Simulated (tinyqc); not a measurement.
The basis set: RHF and MP2 along a ladder of basis sets, for H2, spin multiplicity 1. Computed by the program tinyqc with PySCF. 

Geometry (angstrom):
```
atom       x       y       z
H     0.0000  0.0000  0.0000
H     0.0000  0.0000  0.6390
```

Same geometry throughout; the dipole is taken about the origin.

RHF and frozen-core MP2 in a ladder of bases:
```
basis        functions  E(RHF) (hartree)  E(MP2 corr) (hartree)  HOMO (eV)  LUMO (eV)  dipole (debye)
sto-3g               2         -1.111111              -0.010957   -16.9426    21.4095          0.0000
3-21g                4         -1.114573              -0.016381   -17.0268     7.9787          0.0000
6-31g                4         -1.119349              -0.016274   -17.1014     7.2049          0.0000
6-31g**             10         -1.123444              -0.026161   -17.0899     7.2097          0.0000
cc-pvdz             10         -1.117955              -0.025423   -17.0075     5.8765          0.0000
aug-cc-pvdz         18         -1.118114              -0.026315   -17.0211     1.7032          0.0000
cc-pvtz             28         -1.124925              -0.031370   -17.0869     4.9015          0.0000
```

From cc-pVDZ to cc-pVTZ the RHF energy falls by 7.0 mhartree and the correlation energy by 5.9. If valence correlation converges as X^-3, (27 E(T) - 8 E(D))/19 gives -0.0339 hartree, a rough estimate from such small X that usually falls short; STO-3G holds about 32 % of it. Beyond STO-3G the LUMO moves by 6.3 eV and the HOMO by 0.1 eV; diffuse functions lower the positive LUMO sharply, since an unbound virtual level tracks the most diffuse function.
